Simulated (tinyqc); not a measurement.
Tunnelling through a two-layer gate stack, WKB transmission and Tsu-Esaki current: effect of the tunnelling mass m2.

Electrons leave the emitter at x = 0. Energies E (motion across the layers) are in eV from the emitter Fermi level; the collector Fermi level lies at -V and offers states at every E. No charge in the dielectric and no image force: F1 = V/(t1 + t2 eps1/eps2), F2 = F1 eps1/eps2; U = phi1 - F1 x in layer 1 and phi2 - F1 t1 - F2 (x - t1) in layer 2. With C = hbar^2/(2 m0), kappa = sqrt(m (U - E)/C) where U > E and 0 elsewhere; T(E) = exp(-S), S = 2 times the integral of kappa over x.

Each layer adds (2/F) sqrt(m/C) [G(u at its left edge) - G(u at its right edge)] to S, with u = U - E (0 where negative) and G(u) = (2/3) u^1.5. J = J0 times the integral of T(E) N(E) dE, N = ln[(1 + exp(-E/Vt))/(1 + exp((-E - V)/Vt))], J0 = q^2 me m0 kB T/(2 pi^2 hbar^3) (times 1e-4 for A/cm^2 per eV), from E = -Ef to far above the barrier (T = 1 there), by quadrature converged to the digits shown.

Inputs (values chosen for the exercise); layer 1 close to silicon nitride, layer 2 close to hafnium oxide: temperature T = 300 K; Fermi energy of the emitter above its band bottom Ef = 0.28 eV; emitter mass in the supply function me = 1 m0; barrier of layer 1 above the emitter Fermi level at zero bias phi1 = 2.02 eV; tunnelling mass of layer 1 m1 = 0.52 m0; thickness of layer 1 t1 = 1.1 nm; relative permittivity of layer 1 eps1 = 7.21; barrier of layer 2 at zero bias phi2 = 1.47 eV; thickness of layer 2 t2 = 3.5 nm; relative permittivity of layer 2 eps2 = 23; voltage across the dielectric V = 1 V.

Constants: q = 1.602176634e-19 C, kB = 1.380649e-23 J/K, hbar = 1.054571817e-34 J s, m0 = 9.1093837015e-31 kg, Vt = kB T/q, hbar^2/(2 m0) = 0.0380998212 eV nm^2. Results are converted to the units shown.

Effect of the tunnelling mass m2:
```
m2 (m0)  S at E = 0   T(E = 0)  J (A/cm^2)  mean E of the current (eV)
0.12          21.29  5.686e-10     0.08181                     -0.1180
0.15          22.53  1.649e-10     0.02158                     -0.1118
0.2           24.34  2.690e-11    0.003091                     -0.1024
0.25          25.94  5.444e-12    5.634e-4                    -0.09394
0.31          27.66  9.763e-13    9.120e-5                    -0.08460
0.4           29.95  9.880e-14    8.193e-6                    -0.07166
0.5           32.21  1.032e-14    7.764e-7                    -0.05792
0.63          34.83  7.497e-16    5.203e-8                    -0.03800
```

What does the comparison show?

J falls from 0.0818 to 5.20e-8 A/cm^2. S goes as m2^(0.30): only one of the two layers feels this mass, so the power is below 0.5.

Program tinyqc, `OMP_NUM_THREADS=1 python tinyqc.py 2540070 2540071 out.jsonl`; Intel Xeon 2.30GHz, shared host, one thread, about 0.04 s.
